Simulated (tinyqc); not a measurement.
# Capacitance measurement on a leaky thin oxide: effects of series resistance and leakage: readings against frequency

The device is a capacitance C in parallel with a leakage conductance G, in series with Rs and Ls. An impedance meter reports either a parallel pair (Cp, Gp) from Y = 1/Z = Gp + i w Cp or a series pair (Cs, Rm) from Z = Rm + 1/(i w Cs); w = 2 pi f, dissipation D = Gp/(w |Cp|).

EOT = 3.9 tox/eox; CET = EOT + zc + zp; C = 3.9 eps0 A/CET; G = Jg A/Vs. Z = Rs + i w Ls + 1/(G + i w C); CET read from Cp = 3.9 eps0 A/Cp; errors under 0.001 % are printed as 0.

Values chosen for this exercise; values of the order met in thin-oxide MOS capacitors: relative permittivity of the gate insulator (close to silicon dioxide) eox = 3.9; insulator thickness tox = 1 nm; gate area A = 400 um^2; oxide-equivalent thickness added by the accumulation layer zc = 0.42 nm; oxide-equivalent thickness added by gate depletion zp = 0 nm; gate leakage current density, not matched to the thickness Jg = 1.1 A/cm^2; voltage for an e-fold rise of the leakage Vs = 0.2 V; series resistance Rs = 34 ohm; series inductance Ls = 0 nH.

Constants: eps0 = 8.8541878128e-14 F/cm where lengths are in cm. Results are converted to the units shown.

The same in every row: C (pF) = 9.727.

Result of one run:
```
f (Hz),Cp (pF),Cs (pF),D,error of Cp (%),error of Cs (%),CET read from Cp (nm)
3000,9.713,1.401e5,120.1,-0.149,1.44e6,1.422
```

What becomes of these results when the measuring frequency f is changed from 3000 to 1000 Hz, all else the same?

Result of the changed run:
```
f (Hz),Cp (pF),Cs (pF),D,error of Cp (%),error of Cs (%),CET read from Cp (nm)
1000,9.713,1.260e6,360.2,-0.149,1.30e7,1.422
```

The whole series:
```
f (Hz),Cp (pF),Cs (pF),D,error of Cp (%),error of Cs (%),CET read from Cp (nm)
1000,9.713,1.260e6,360.2,-0.149,1.30e7,1.422
3000,9.713,1.401e5,120.1,-0.149,1.44e6,1.422
10000,9.713,1.261e4,36.02,-0.149,1.30e5,1.422
30000,9.713,1410,12.01,-0.149,1.44e4,1.422
1e5,9.713,135.8,3.603,-0.149,1300,1.422
3e5,9.713,23.73,1.201,-0.149,144,1.422
1e6,9.713,10.99,0.3623,-0.150,13.0,1.422
3e6,9.712,9.867,0.1263,-0.153,1.44,1.422
1e7,9.708,9.740,0.05680,-0.192,0.130,1.423
3e7,9.675,9.729,0.07435,-0.535,0.0144,1.428
```

D goes from 360 through a minimum of 0.0568 (at f = 1e7 Hz among the rows listed) to 0.0743; without inductance its minimum lies at f = sqrt(G (1 + G Rs)/Rs)/(2 pi C) = 1.32e7 Hz. The error of Cp goes from -0.149 to -0.535 % and that of Cs from 1.30e7 to 0.0144 %; at low frequency Cp tends to C/(1 + G Rs)^2 and Cs grows as 1 + (G/(w C))^2. One of the two readings is within 2 % of C for f = 1000, 3000, 10000, 30000, 1e5, 3e5, 1e6, 3e6, 1e7, 3e7 Hz. For f = 1000, 3000, 10000, 30000, 1e5, 3e5 D exceeds 1, where the accuracy of real meters degrades in proportion to sqrt(1 + D^2).

Computed by the program tinyqc: `OMP_NUM_THREADS=1 python tinyqc.py 2022032 2022033 out.jsonl`, one thread of a shared Intel Xeon 2.30GHz, about 0.01 s for the whole run.
